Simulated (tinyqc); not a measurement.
Square on-chip spiral inductor, lumped pi model: one step of the calculation.

Outer diameter do = di + 2 n wd + 2 (n - 1) sp, mean da = (do + di)/2, fill p = (do - di)/(do + di), length l = 4 n da. L = 2.34 mu0 n^2 da/(1 + 2.75 p), mu0 = 4 pi 1e-7 H/m. Rs = rho l/(wd delta (1 - exp(-th/delta))), delta = sqrt(rho/(pi f mu0)). Cs = n wd^2 eps0 eo/hu across the coil. At each end Cox = l wd eps0 eo/(2 ho) leads to the substrate branch Rsi = 2 rs he/(l wd) in parallel with Csi = l wd eps0 11.7/(2 he). With one end grounded Y = 1/(Rs + i w L) + i w Cs + 1/[1/(i w Cox) + 1/(1/Rsi + i w Csi)], w = 2 pi f; Q = -Im Y/Re Y. Eddy currents in neighbouring turns and in the substrate are left out.

Task. Geometry and model elements. do, l, L, delta, Rs, Cs, Cox, Rsi and Csi as defined.

Parameters, values chosen for the exercise; values of the order met in silicon radio-frequency processes: number of turns n = 1.5; line width wd = 15 um; space between turns sp = 1.5 um; inner diameter di = 140 um; metal thickness th = 3.4 um; metal resistivity rho = 2.2 uohm cm; oxide below the coil ho = 9.8 um; oxide between coil and underpass hu = 1.4 um; relative permittivity of the oxide eo = 4.1; substrate resistivity rs = 1 ohm cm; effective spreading depth in the substrate he = 80 um; frequency f = 3 GHz.

Constants: eps0 = 8.8541878128e-12 F/m. Results are converted to the units shown.

Wanted: do; l; L; delta; Rs; Cs; Cox; Rsi; Csi.

Result.

do = 186.50 um
l = 979.50 um
L = 0.77612 nH
delta = 1.3629 um
Rs = 1.1489 ohm
Cs = 8.7514 fF
Cox = 27.213 fF
Rsi = 108.90 ohm
Csi = 9.5128 fF

Program tinyqc, `OMP_NUM_THREADS=1 python tinyqc.py 2302009 2302010 out.jsonl`; Intel Xeon 2.30GHz, shared host, one thread, about 0.01 s.
